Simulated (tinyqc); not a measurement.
# Four-point probe on a layer of finite thickness

Four collinear probes with spacing s on a wide layer of thickness w over an insulator: V/I = (rho/(2 pi s)) S, S = 1 + 4 sum_(k>=1) {[1 + (2 k w/s)^2]^(-1/2) - [4 + (2 k w/s)^2]^(-1/2)}. Thin-film reading rho = (pi/ln 2) w V/I times the factor F1 = 2 ln 2/((w/s) S); bulk reading rho = 2 pi s V/I times 1/S; closed estimate F1 = ln 2/ln[sinh(w/s)/sinh(w/(2 s))]. x = w/s.

Results:
```
x,S,F1,1/S,estimate of F1
0.3,4.621,1.000,0.2164,0.9841
0.6,2.330,0.9918,0.4293,0.9399
0.8,1.793,0.9662,0.5576,0.8989
1,1.504,0.9215,0.6647,0.8523
1.5,1.197,0.7719,0.8352,0.7285
2,1.094,0.6337,0.9142,0.6151
3,1.031,0.4484,0.9703,0.4476
5,1.007,0.2753,0.9931,0.2765
```

Estimate the missing row, x = 0.4.

Computed row:
```
x,S,F1,1/S,estimate of F1
0.4,3.467,0.9995,0.2884,0.9721
```

With this row back in the table: F1 falls from 1.000 to 0.275 while 1/S rises from 0.216 to 0.993. Among the rows the thin-film formula is good to 1 % up to w/s = 0.6 and the bulk formula from w/s = 5 on. The closed estimate is within 7.6 % of the series.

Computed by the program tinyqc: `OMP_NUM_THREADS=1 python tinyqc.py 2850176 2850177 out.jsonl`, one thread of a shared Intel Xeon 2.30GHz, about 0.05 s for the whole run.
